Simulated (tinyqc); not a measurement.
Convergence with the basis: effective-mass impurity with a central-cell term, in a basis of Slater functions. Computed by tinyqc, a small Python program. Command: `OMP_NUM_THREADS=1 python tinyqc.py 3014075 3014076 out.jsonl centralcell walk`. One thread of a shared host (Intel(R) Xeon(R) Processor @ 2.30GHz), about 0.01 s of CPU time with the checks.

The envelope obeys H = -nabla^2 - (2/r) [Z + A exp(-kappa r)] in effective units, with kappa = a*/lambda; positive A deepens the well near the core.

Inputs (values chosen for the exercise, with mass and screening modelled on 4H-SiC):
```
quantity                   value      unit
effective mass m            0.38       m_0
dielectric constant eps     9.42         -
charge Z of the core           1         -
central-cell strength A     0.97         -
central-cell range lambda   0.89  angstrom
smallest exponent zeta_1    0.35      1/a*
ratio beta of exponents      2.6         -
```

Impurity: donor, one isotropic band.

Constants: Ry = 13.605693123 eV; a_0 = 0.529177210903 angstrom.

Method:
- Units: Ry* = Ry m/eps^2 and a* = a_0 eps/m, with m in m_0.
- kappa = a*/lambda; the hydrogenic ground state is bound by Z^2 Ry*.
- For s functions exp(-zeta r), with s = zeta_i + zeta_j: S = 2/s^3, T = zeta_i zeta_j S, V = -2 Z/s^2, W = -2 A/(s + kappa)^2; each function is normalised by dividing by sqrt(S_ii S_jj).
- Large basis: zeta_i = 0.06 x 1.6^(i-1), i = 1..22, same formulas; for p functions r exp(-zeta r): S = 24/s^5, T = zeta_i zeta_j S (centrifugal term included), V = -12 Z/s^4, W = -12 A/(s + kappa)^4; overlap eigenvalues below 1e-11 are dropped.
- Binding energies are -E Ry*; the effective quantum number is nu = Z/sqrt(-E); |psi(0)|^2 is given relative to the hydrogenic Z^3/(pi a*^3).
- zeta_i = zeta_1 beta^(i-1), i = 1..n.
- The error is the lowest level above the large-basis value.

kappa = 14.7394 1/a*

Ry* = 58.2643 meV

1s binding energy = 60.0569 meV

Error of the 1s level:
```
n  error (meV)  largest exponent (1/a*)
1       26.328               3.5000e-01
2        0.688               9.1000e-01
3        0.130               2.3660e+00
4        0.130               6.1516e+00
5        0.105               1.5994e+01
6        0.102               4.1585e+01
7        0.101               1.0812e+02
8        0.101               2.8111e+02
```

What does the comparison show, and why?

The error falls from 26.3 to 0.101 meV. The last function changes it by less than 5 %: it has levelled off, and what remains is set by beta and zeta_1, not by the range of exponents.

Extremes, crossings and ranges named in words are read from the listed rows.
